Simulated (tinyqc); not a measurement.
Anisotropic wet etching of Si(100): plane rates, V-grooves, membranes and undercut: one step, computed by the program tinyqc. Command: `OMP_NUM_THREADS=1 python tinyqc.py 3020040 3020041 out.jsonl wetetch walk`. One thread of a shared host (Intel(R) Xeon(R) Processor @ 2.30GHz), about 0.01 s of CPU time with the checks.

A long slot opens the mask on a (100) wafer. The floor etches at R100; (111) walls stand at theta = arctan(sqrt2) = 54.7356 degrees to the surface and recede at R111 along their normal.

Problem. Shape after the time t. A misaligned edge exposes ledges and adds R100 sin(misalignment) to the lateral rate (a simple estimate): u = R111/sin(theta) + R100 sin(misalignment). Top width W = w + 2 u t; floor width b = W - 2 z/tan(theta) = W - sqrt2 z. The floor lasts until b = 0, at t_V = w/(sqrt2 R100 - 2u); depth z = R100 t before t_V and W/sqrt2 after.

Inputs (values chosen for the exercise, close to those used for tetramethylammonium hydroxide solutions):
```
quantity,value,unit
bath temperature T,80,C
"width w (mask opening along <110>, or membrane width in the design step)",3.5,um
misalignment of the mask,2,degrees
etch time t,7.5,min
```

R100 = 1.123476 um/min

R111 = 0.04161021 um/min

Give: lateral rate u; time t_V to close the V; top width W; depth z; floor width b.

Solution.

lateral rate u = 0.090171 um/min

time t_V to close the V = 2.4849 min

top width W = 4.8526 um

depth z = 3.4313 um

floor width b = 0 um

The groove has closed to a V and now deepens at sqrt2 u = 0.128 um/min, 11.4 % of R100.
